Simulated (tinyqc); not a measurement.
Quasiparticle equation with a plasmon-pole self-energy for two band edges: sweeps and comparisons. A value that a table varies takes the place of the one given here.

For each edge E = e + X + Sc(E), with the correlation part Sc(E) = A[0]/(E - a + w) + A[1]/(E - b - w); a and b are the valence and conduction energies that enter the Green function (a = ev, b = ec in the one-shot scheme). Z = 1/(1 - dSc/dE), dSc/dE = -A[0]/(E - a + w)^2 - A[1]/(E - b - w)^2.

Values chosen for the exercise (scales of the order of those of SiC; shifted at random, so the results belong to these values and not to a real crystal): ev = 0 eV (mean-field valence top); ec = 2.28 eV (mean-field conduction edge); w = 20.9 eV (pole energy); Av = (99.3, 42.8) eV^2 (weights of the valence state on the hole and electron poles); Ac = (42.8, 97.9) eV^2 (the same for the conduction state); Xv = -3.7 eV (exchange minus the mean-field potential, valence); Xc = 3.28 eV (the same, conduction).

## Schemes compared

Z = 1; linearised; exact one-shot; energies updated in G (a, b); updated in G and W, where w grows by half of the opening of the gap (a rule chosen for the exercise).

Results (eV):
```
scheme               Ev     Ec    gap  opening
mean field        0.000  2.280  2.280    0.000
Z = 1            -0.795  2.722  3.517    1.237
linearised       -0.608  2.619  3.228    0.948
one-shot, exact  -0.606  2.619  3.225    0.945
update G         -0.713  2.640  3.354    1.074
update G and W   -0.795  2.720  3.515    1.235
```

What can be read from the table?

The openings run from 0.945 (one-shot, exact) to 1.237 eV (Z = 1). Linearising moves the gap by 3 meV, updating G +129 meV and updating W a further +161 meV: once Z is kept, the level of self-consistency matters more than linearising.

## The starting point

The mean-field gap is opened by d (ev lowered by d/2, ec raised by d/2) and X is changed by the opposite amounts, so that e + X stays; one-shot and G-updated gaps.

Gaps (eV):
```
d    start  one-shot  update G
0.0  2.280    3.2247    3.3539
0.2  2.480    3.2490    3.3539
0.4  2.680    3.2731    3.3539
0.6  2.880    3.2971    3.3539
0.9  3.180    3.3328    3.3539
1.2  3.480    3.3682    3.3539
1.6  3.880    3.4148    3.3539
```

What can be read from the table?

The one-shot gap moves by a fraction 0.12 of any change of the starting gap, while the updated gap, 3.3539 eV, does not depend on it. The two agree where the start already equals the result, near d = 1.07 eV. A real change of starting point alters the orbitals and the screening too; this model holds both fixed.

## What each parameter does

Exact one-shot edges and Z of the valence state there. Each row changes one parameter from the base and keeps the others.

Results:
```
case                      Ev (eV)  Ec (eV)  gap (eV)       Z
base                      -0.6062   2.6185    3.2247  0.7594
w = 21.95 eV              -0.7340   2.7384    3.4724  0.7756
Xv = -3.8 eV              -0.6821   2.6185    3.3007  0.7587
Xc = 3.38 eV              -0.6062   2.6949    3.3011  0.7594
ec = 2.38 eV              -0.6005   2.7126    3.3131  0.7599
Av = (104.26, 42.8) eV^2  -0.4221   2.6185    3.0406  0.7545
Ac = (42.8, 102.8) eV^2   -0.6062   2.4378    3.0441  0.7594
```

How do the results move?

The largest shifts from the base row, up to three for each result and ties (the steps differ in size, so this ranks the rows, not the parameters). Ev (eV): Av +0.1842, w -0.1278, Xv -0.0759; unchanged at the printed digits by Xc and Ac. Ec (eV): Ac -0.1807, w +0.1198, ec +0.0941; unchanged at the printed digits by Xv and Av. gap (eV): w +0.2476, Av -0.1842, Ac -0.1807. Z: w +0.0162, Av -0.0050, Xv -0.0008; unchanged at the printed digits by Xc and Ac.

tinyqc: `OMP_NUM_THREADS=1 python tinyqc.py 1881233 1881234 out.jsonl`; about 0.02 s, one thread, shared Intel(R) Xeon(R) Processor @ 2.30GHz.
